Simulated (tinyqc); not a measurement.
Worked calculation: rapid thermal processing of a wafer: radiative balance, ramp and cooling, pattern effects, pyrometer error and spike budget. Computed by tinyqc, a small Python program that keeps every step. Command: `OMP_NUM_THREADS=1 python tinyqc.py 3111534 3111535 out.jsonl rtp walk`. One thread of a shared host (Intel(R) Xeon(R) Processor @ 2.30GHz), about 0.04 s of CPU time with the checks. Intermediate numbers are printed to about 5 digits and carried at full precision; extremes and crossings named in words are read from the listed rows.

The wafer is opaque and uniform through its thickness unless said otherwise; temperatures in formulas are in kelvin (C + 273.15). sigma = 5.670374419e-12 W/(cm^2 K^4).

Inputs (values chosen for the exercise, modelled on a hot silicon wafer):

| quantity | value | unit |
|---|---|---|
| wafer thickness d | 525 | micrometre |
| heat capacity per volume C | 2.08 | J/(cm^3 K) |
| thermal conductivity k | 0.25 | W/(cm K) |
| emissivity eps of each face | 0.68 | - |
| reflectivity of the chamber walls r | 0.45 | - |
| gas heat-transfer coefficient h, both faces together | 1.1 | mW/(cm^2 K) |
| wall temperature T_w | 300 | K |
| process temperature | 1150 | C |
| starting temperature | 550 | C |
| ramp rate | 74 | K/s |
| relative change of absorptivity over a pattern | 13 | % |
| period of the pattern | 0.56 | mm |
| pyrometer wavelength | 0.95 | micrometre |
| error of the assumed emissivity | 2.6 | % |
| activation energy of the process E_a | 4 | eV |

Constants: k_B = 8.617333262e-05 eV/K; h = 6.62607015e-34 J s; c = 299792458 m/s; k_B = 1.380649e-23 J/K.

## Power to hold and to ramp

Effective emissivity between parallel grey plates: eps_eff = 1/(1/eps + 1/(1 - r) - 1). Loss per area q(T) = 2 eps_eff sigma (T^4 - T_w^4) + h (T - T_w). Absorbed power during a ramp = q(T) + C d x ramp rate; thermal time constant tau = C d/(dq/dT), dq/dT = 8 eps_eff sigma T^3 + h; natural cooling rate q/(C d); front-to-back difference under one-sided heating at the end of the ramp = (absorbed power) d/(2 k).

eps_eff = 0.43692

holding power q = 21.521 W/cm^2

power at the end of the ramp = 29.602 W/cm^2

dq/dT = 58.228 mW/(cm^2 K)

time constant tau = 1.8754 s

natural cooling rate = 197.08 K/s

front-to-back difference = 3.1082 K

Radiation carries 94 % of the loss. The ramp needs 1.4 times the holding power.

## Cooling curve

Cooling with the lamps off: C d dT/dt = -q(T), integrated adaptively (relative tolerance 1e-10).

Lamps off at t = 0:

| t (s) | T (C) | cooling rate (K/s) |
|---|---|---|
| 0.19 | 1114.3 | 178.76 |
| 0.38 | 1081.9 | 163.24 |
| 0.75 | 1026.2 | 139.03 |
| 1.30 | 957.3 | 113.02 |
| 1.90 | 895.8 | 93.11 |
| 2.80 | 821.8 | 72.86 |
| 4.70 | 709.0 | 48.72 |
| 7.50 | 599.4 | 31.70 |

The rate falls from 197 K/s at t = 0 to 31.7 K/s in the last row.

## Thermal budget of a spike

Spike anneal: linear ramp to the peak, then lamps off. Equivalent time at the peak = int exp(-(E_a/k_B)(1/T - 1/T_peak)) dt; estimate (k_B T^2/E_a)(1/ramp rate + 1/cooling rate). The ramp part uses 4000 trapezoid steps, the cooling part 4000 steps over 4 tau. Time within 50 K of the peak from the same curves.

equivalent time, ramp = 0.55645 s

equivalent time, cooling = 0.23420 s

equivalent time, total = 0.79065 s

estimate = 0.81103 s

time within 50 K of the peak = 0.94755 s

Cooling supplies 30 % of the budget.

## What a faster ramp buys

The formulas are those given above.

Against the ramp rate:

| ramp (K/s) | ramp part (s) | cooling part (s) | total (s) | power at the peak (W/cm^2) |
|---|---|---|---|---|
| 10 | 4.1177 | 0.23420 | 4.3519 | 22.61 |
| 25 | 1.6471 | 0.23420 | 1.8813 | 24.25 |
| 50 | 0.8235 | 0.23420 | 1.0577 | 26.98 |
| 100 | 0.4118 | 0.23420 | 0.6460 | 32.44 |
| 250 | 0.1647 | 0.23420 | 0.3989 | 48.82 |
| 500 | 0.0824 | 0.23420 | 0.3166 | 76.12 |
| 1000 | 0.0412 | 0.23420 | 0.2754 | 130.72 |

From 10 to 100 K/s the total falls by a factor 6.7, from 100 to 1000 K/s by 2.35: the cooling part, 0.234 s, is a floor, and the natural cooling rate here is 197 K/s.

## Pattern effect

At steady state a sinusoidal change of absorbed power of relative amplitude a and period p gives the temperature amplitude a q/(dq/dT + k d (2 pi/p)^2); healing length l = sqrt(k d/(dq/dT)); process change = E_a dT/(k_B T^2). Emissivity is taken as unchanged.

healing length l = 4.7477 mm

amplitude without lateral conduction = 48.047 K

amplitude = 0.016927 K

change of the process rate = 0.038793 %

Lateral conduction cuts the amplitude to 0.035 %, since p/(2 pi l) = 0.019.

## Pyrometer error

Signal proportional to eps/(exp(c2/(lambda T)) - 1), c2 = h c/k_B. If the assumed emissivity is too high by the given error, the reading T' solves (1 + error)/(exp(c2/(lambda T')) - 1) = 1/(exp(c2/(lambda T)) - 1). Wien estimate: T' - T = -lambda T^2 ln(1 + error)/c2. Process rates go as exp(-E_a/(k_B T)).

c2 = 14388 micrometre K

c2/(lambda T) = 10.642

reading less true temperature = -3.4242 K

Wien estimate = -3.4326 K

rate at T over rate at T', less 1 = 8.1844 %

Checks made by the program: cooling time against quadrature of C d dT/q (relative difference 2e-08).
